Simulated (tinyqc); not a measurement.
Phonon-assisted absorption at an indirect gap: sweeps and comparisons. A value that a table varies takes the place of the one given here.

alpha(E) = sum_j A_j [N_j (E - Eg + w_j)^2 + (N_j + 1)(E - Eg - w_j)^2], each bracket counted only where its base is positive; N_j = 1/(exp(w_j/kB T) - 1). The first term absorbs a phonon and the second emits one; excitons and direct transitions are left out.

Photodiode (Gaertner form with a dead layer): QE = (1 - R) exp(-alpha xj) [1 - exp(-alpha W)/(1 + alpha L)], R = ((nr - 1)/(nr + 1))^2; responsivity = QE/E in A/W for E in eV.

Constants: kB = 8.617333262e-05 eV/K.

Inputs chosen for the exercise (loosely those of SiGe at room temperature; Eg is not tied to T; the results hold for these values, not for the real material):
- Eg = 0.967 eV (indirect gap, held fixed unless listed)
- w = (50.4, 15.9) meV (two zone-edge phonons)
- A = (3700, 630) 1/(cm eV^2) (their strengths)
- T = 77 K
- nr = 3.76 (refractive index)
- xj = 0.21 micrometre (dead layer at the surface)
- W = 0.68 micrometre (depleted width)
- L = 28 micrometre (minority diffusion length below it)
- E = 1.366 eV (photon energy)

## The square root of alpha at three temperatures

The gap is held fixed, so only the phonon occupations change.

sqrt(alpha) (1/cm^(1/2)):
```
E - Eg (eV)    77 K   300 K   600 K
-0.04         0.014   0.258   0.492
-0.02         0.041   0.753   1.439
0.00          0.144   1.322   2.477
0.02          0.320   2.005   3.661
0.04          0.784   2.852   5.017
0.07          1.986   4.477   7.393
0.10          3.860   6.645  10.279
0.15          7.141  10.608  15.489
0.20         10.459  14.700  20.874
0.30         17.120  22.996  31.813
0.45         27.127  35.525  48.356
0.60         37.140  48.083  64.951
```

Below the gap only phonon absorption acts: at E - Eg = -0.02 eV sqrt(alpha) is 0.041, 0.753 and 1.439 at 77, 300 and 600 K. A straight line through the last two rows meets the axis at E - Eg = +0.0436, +0.0257 and +0.0129 eV: the intercept is roughly a weighted mean of the thresholds, not the gap, and it moves from the emission side towards Eg as the occupations grow. At the last row alpha grows by a factor 3.06 from the lowest to the highest temperature at fixed gap.

## Spectral response

Response:
```
E (eV)  wavelength (nm)  alpha (1/cm)  1/alpha (micrometre)  dead layer  collected     QE    A/W
0.99               1252         0.140              7.12e+04       1.000      0.000  0.000  0.000
1.03               1204          2.54              3.93e+03       1.000      0.007  0.005  0.005
1.09               1137          28.7                   348       0.999      0.076  0.051  0.046
1.17               1060           114                  88.0       0.998      0.247  0.164  0.140
1.27                976           300                  33.3       0.994      0.467  0.308  0.243
1.42                873           747                  13.4       0.984      0.693  0.453  0.319
1.62                765      1.65e+03                  6.04       0.966      0.841  0.539  0.333
1.87                663      3.29e+03                  3.04       0.933      0.922  0.571  0.305
2.17                571      5.99e+03                  1.67       0.882      0.963  0.563  0.260
2.57                482      1.08e+04                 0.923       0.796      0.985  0.521  0.203
```

QE is highest, 0.571, at 1.87 eV of those listed and the responsivity at 1.62 eV; reflection alone caps QE at 0.664. Near the gap weak absorption limits it (collected share 0.000); at the top the dead layer passes 0.796. Far above the gap the quadratic law and a constant index are only rough; in the real crystal direct transitions take over near 2 eV, so the rows above that understate alpha.

## What moves the response

At the energy E. Each row changes one parameter from the base and keeps the others.

Results:
```
case                  alpha (1/cm)      QE
base                         562.8  0.4109
Eg = 0.947 eV                627.9  0.4275
T = 127 K                    615.5  0.4245
W = 1.36 micrometre          562.8  0.4201
L = 14 micrometre            562.8  0.3029
xj = 0.42 micrometre         562.8  0.4061
nr = 3.95                    562.8  0.3992
```

The largest shifts from the base row, up to three for each result and ties (the steps differ in size, so this ranks the rows, not the parameters). alpha (1/cm): Eg +65.1, T +52.7; unchanged at the printed digits by W, L, xj and nr. QE: L -0.1080, Eg +0.0166, T +0.0136.

Program tinyqc; command `OMP_NUM_THREADS=1 python tinyqc.py 1681142 1681143 out.jsonl`; about 0.01 s on one thread of a shared Intel(R) Xeon(R) Processor @ 2.30GHz.
